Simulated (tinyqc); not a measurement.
# Which input was changed?

Model: donor or exciton in a quantum well (variational effective-mass method). Computed by tinyqc, a small Python program. Command: `OMP_NUM_THREADS=1 python tinyqc.py 3007922 3007923 out.jsonl welldonor which`. One thread of a shared host (Intel(R) Xeon(R) Processor @ 2.30GHz), about 1 s of CPU time with the checks.

H = -nabla^2 - 2/|r - r_i| + V(z) in effective units; trial function psi = f(z) exp(-|r - r_i|/lambda), f the ground state of the well. Mass and screening are the same in well and barrier; l = L/a* is the width in effective units. Bands are flat: no polarisation or applied field.

Inputs (values chosen for the exercise, modelled on InP): electron mass m = 0.0811 m_0; dielectric constant eps = 12.9; well width L = 25 nm; donor position z_i/L from the centre = 0.5; barrier height V_0 = 0.32 eV.

Centre: donor. Barriers: finite.

Constants: Ry = 13.605693123 eV; a_0 = 0.529177210903 angstrom.

Method:
- Ry* = Ry m/eps^2, a* = a_0 eps/m; l = L/a*.
- k solves k tan(k l/2) = sqrt(v - k^2), v = V_0/Ry*, 0 < k l/2 < pi/2 (bisection); f = cos(k z) inside and cos(k l/2) exp(-kappa (|z| - l/2)) outside, kappa = sqrt(v - k^2); subband energy k^2 Ry*.
- Binding E_b(lambda) = -1/lambda^2 + 4 A/(lambda B), with A = int f^2 exp(-2 s/lambda) dz, B = int f^2 exp(-2 s/lambda)(1 + 2 s/lambda) dz and s = |z - z_i|; 40 Gauss-Legendre points on each piece between the walls at z = -l/2 and l/2 and z_i, and out to 12/(kappa + 1/lambda) beyond the walls.
- Golden-section search for the maximum over lambda from 0.3 to 4, 40 steps.

Question. One of these inputs alone was changed, within the range given: electron mass m (0.04055 to 0.1622); dielectric constant eps (6.45 to 25.8); barrier height V_0 (0.16 to 0.64); donor position z_i/L from the centre (0.25 to 0.5). Which one, and to what value?

Results:
```
run     subband energy (meV)  radius lambda a* (nm)  binding in Ry*
before              6.161893               15.24839       0.6843128
after               6.235265               15.33120       0.6822640
```

Answer.

Each candidate set to reproduce subband energy, and what it then gives:
```
candidate                                range searched  value needed  radius lambda a* (nm)  binding in Ry*
electron mass m (m_0)                 0.04055 to 0.1622       0.08005                 15.395         0.68947
dielectric constant eps                    6.45 to 25.8     no effect                      -               -
barrier height V_0 (eV)                    0.16 to 0.64        0.3670                 15.331         0.68226
donor position z_i/L from the centre        0.25 to 0.5     no effect                      -               -
```

Only barrier height V_0 fits every result: it went from 0.32 to 0.367 eV. The next best candidate, electron mass m, misses one result by 1.1 %.
